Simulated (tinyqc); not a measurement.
Van der Pauw, Hall and four-point-probe measurements on a doped layer: two steps of the calculation.

A uniform p-type layer with sheet resistance Rs = 1/(q ns mu), point contacts, low field (mu B small).

Values chosen for this exercise: Hall factor rH = 1.1; magnetic field B = 2 T; current I = 1000 uA; thickness of the layer t = 57 nm.

Constants: q = 1.602176634e-19 C. Results are converted to the units shown.

Problem 1. New z. The van der Pauw equation exp(-pi RA z) + exp(-pi RB z) = 1 is solved for z = 1/Rs: e1 = exp(-pi RA z), e2 = exp(-pi RB z), f = e1 + e2 - 1, f' = -pi (RA e1 + RB e2), z(new) = z - f/f'.

z at the start = 0.0045581509 mS
RA = 22207.691 ohm
RB = 74601.566 ohm

Give: e1; e2; f; f'; z after iteration 1.

Solution 1.

e1 = 0.7276
e2 = 0.3436
f = 0.07119
f' = -131.3 kohm
z after iteration 1 = 0.005100 mS

Problem 2. Sheet density, mobility and bulk values. Rs = 1/z; Hall sheet density B I/(q |VH|); Hall mobility |VH|/(Rs B I); true values ns = rH times the Hall density, mu = Hall mobility/rH; bulk density ns/t, resistivity Rs t; correction factor F = Rs/[(pi/ln 2)(RA + RB)/2].

converged z = 0.0051269652 mS
VH = 858.20750 mV
RA = 22207.691 ohm
RB = 74601.566 ohm

Find: Rs; Hall sheet density; Hall mobility; ns; mu; bulk density; resistivity; F.

Solution 2.

Rs = 1.9505e5 ohm/square
Hall sheet density = 1.4545e12 cm^-2
Hall mobility = 22.000 cm^2/(V s)
ns = 1.6000e12 cm^-2
mu = 20.000 cm^2/(V s)
bulk density = 2.8070e17 cm^-3
resistivity = 1.1118 ohm cm
F = 0.88905

Computed by the program tinyqc: `OMP_NUM_THREADS=1 python tinyqc.py 2850224 2850225 out.jsonl`, one thread of a shared Intel Xeon 2.30GHz, about 0.01 s for the whole run.
